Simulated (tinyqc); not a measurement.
Deal-Grove kinetics of thermal oxidation of silicon. Changing the time t. Computed by tinyqc, a small Python program. Command: `OMP_NUM_THREADS=1 python tinyqc.py 3009831 3009832 out.jsonl oxide sweep`. One thread of a shared host (Intel(R) Xeon(R) Processor @ 2.30GHz), about 0.2 s of CPU time with the checks.

Oxidant diffuses through the oxide and reacts at the interface, so that dx/dt = B/(A + 2x) for the oxide thickness x.

Inputs (values chosen for the exercise, close to those used for silicon): prefactor B0 = 418 um^2/h; activation energy E_B = 0.775 eV; prefactor (B/A)0 = 8.61e+07 um/h; activation energy E_A = 2.05 eV; temperature T = 825 C; oxidant pressure p = 0.5 atm; pressure exponent m of B/A = 1; initial oxide x_i = 0.002 um.

Ambient: steam. Surface: (100).

Constants: k_B = 8.617333262e-05 eV/K.

Method:
- B = B0 p exp(-E_B/(k_B T)), B/A = (B/A)0 p^m exp(-E_A/(k_B T)), p in atm; A = B/(B/A).
- Temperatures in kelvin are T(C) + 273.15.
- tau = (x_i^2 + A x_i)/B and x = (A/2) [sqrt(1 + 4 B (t + tau)/A^2) - 1], the root of x^2 + A x = B (t + tau).
- Silicon consumed is 0.44 times the oxide grown; the rate is B/(A + 2x).

One run for each value:
```
time t (h)  oxide thickness x (um)  final growth rate (um/h)  silicon consumed (um)
0.03                       0.00250                  0.016796             2.2174e-04
0.074                      0.00324                  0.016789             5.4684e-04
0.18                       0.00502                  0.016772             1.3295e-03
0.45                       0.00954                  0.016728             3.3193e-03
1.1                        0.02038                  0.016624             8.0886e-03
2.7                        0.04678                  0.016376             1.9704e-02
6.6                        0.10954                  0.015816             4.7316e-02
40                         0.57795                  0.012597             2.5342e-01
```

Give the missing row, time t (h) = 16.

Computed row:
```
time t (h)  oxide thickness x (um)  final growth rate (um/h)  silicon consumed (um)
16                         0.25262                  0.014671             1.1027e-01
```

Interpolating between the two neighbouring rows (the first column on a logarithmic scale, the others too where they are positive) misses most in final growth rate (um/h), by 3.6 %. Over the rows, oxide thickness x (um) rises from 0.00250 to 0.578 (exponent d ln y / d ln x 0.29 between the first rows and 0.90 between the last); final growth rate (um/h) falls from 0.0168 to 0.0126 (exponent d ln y / d ln x -4.7e-4 between the first rows and -0.17 between the last); silicon consumed (um) rises from 2.22e-4 to 0.253 (exponent d ln y / d ln x 1.00 between the first rows and 0.91 between the last). At the low end the exponent of final growth rate is 0.00, close to 0: linear growth has a constant rate. The rate B/(A + 2x) falls as the film lengthens the diffusion path.
